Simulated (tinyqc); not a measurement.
# From one set of inputs to another, one input at a time

Model: current of a Schottky diode by thermionic-emission-diffusion theory, and its read-back from I-V-T and C-V data. Computed by tinyqc, a small Python program. Command: `OMP_NUM_THREADS=1 python tinyqc.py 3014510 3014511 out.jsonl schottky ladder`. One thread of a shared host (Intel(R) Xeon(R) Processor @ 2.30GHz), about 0.01 s of CPU time with the checks.

Full ionisation, no tunnelling, no recombination current. V is the voltage across the junction itself, forward positive.

The inputs printed are set A. Set A is modelled on p-type silicon; the values taken over come from a set modelled on n-type silicon. Inputs not listed in the table keep their values of set A, so the rows need not describe a real material.

Inputs (values chosen for the exercise, modelled on p-type silicon):
```
quantity,value,unit
Richardson constant A*,33.1,A/(cm^2 K^2)
"effective density of states at 300 K, N_c",2.5e+19,1/cm^3
permittivity eps,11.7,-
mobility mu,470,cm^2/(V s)
barrier without image force phi_0,0.517,eV
doping N,1.8e+17,1/cm^3
series resistance R_s,1.4,milliohm cm^2
junction voltage V,0.19,V
temperature T,200,K
```

Barrier: uniform.

Constants: k_B = 8.617333262e-05 eV/K; e = 1.602176634e-19 C; eps_0 = 8.8541878128e-12 F/m.

Method:
- N_c(T) = N_c (T/300 K)^(3/2); V_bi = phi_0 - (k_B T/e) ln(N_c(T)/N); surface field F = sqrt(2 e N (V_bi - V - k_B T/e)/(eps eps_0)); image lowering d_phi = sqrt(e F/(4 pi eps eps_0)); effective barrier phi = phi_0 - d_phi.
- Collection velocity v_R = A* T^2/(e N_c(T)); diffusion velocity v_D = mu F; J = e N_c(T) v_R/(1 + v_R/v_D) exp(-phi/k_B T) [exp(e V/k_B T) - 1].
- Terminal voltage V + J R_s.
- Ideality n = (e/k_B T)/(d ln J/dV) by a central difference of +/- 1 mV; J_0 = J exp(-e V/(n k_B T)); apparent barrier phi_IV = k_B T ln(A* T^2/J_0); a C-V plot gives phi_CV = phi_0, the mean without lowering.

Each row keeps all changes above it:
```
input moved,from,to,current density J (A/cm^2),ideality factor n,image lowering (meV)
set A,-,-,6.6476e-02,1.0420,37.529
mobility mu (cm^2/(V s)),470,1300,6.6953e-02,1.0417,37.529
Richardson constant A* (A/(cm^2 K^2)),33.1,108,2.1647e-01,1.0421,37.529
doping N (1/cm^3),1.8e+17,1.1e+17,1.6461e-01,1.0383,32.878
temperature T (K),200,423,4.6239e+03,1.0976,24.848
barrier without image force phi_0 (eV),0.517,0.826,1.3945e+00,1.0203,37.482
junction voltage V (V),0.19,0.21,2.3853e+00,1.0239,36.983
```

Which inputs carry the difference?

Current density J goes from 0.0665 to 2.39, a factor 35.9 in all. The largest single move comes from temperature T (a factor 28100), and barrier without image force phi_0 works against it (a factor 3.02e-4). Ideality factor n goes from 1.04 to 1.02, a factor 0.9826 in all. The largest single move comes from barrier without image force phi_0 (a factor 0.930), and temperature T works against it (a factor 1.06). Image lowering goes from 37.5 to 37.0, a factor 0.9854 in all. The largest single move comes from barrier without image force phi_0 (a factor 1.51), but it runs against the net change; the largest move in the direction of the net change is temperature T (a factor 0.756). The single moves hold for this order of the switches; the total does not depend on the order.

Caution (rows temperature T): the series resistance drops more than 1 V, so self-heating would matter at this junction voltage.

Extremes, crossings and ranges named in words are read from the listed rows.
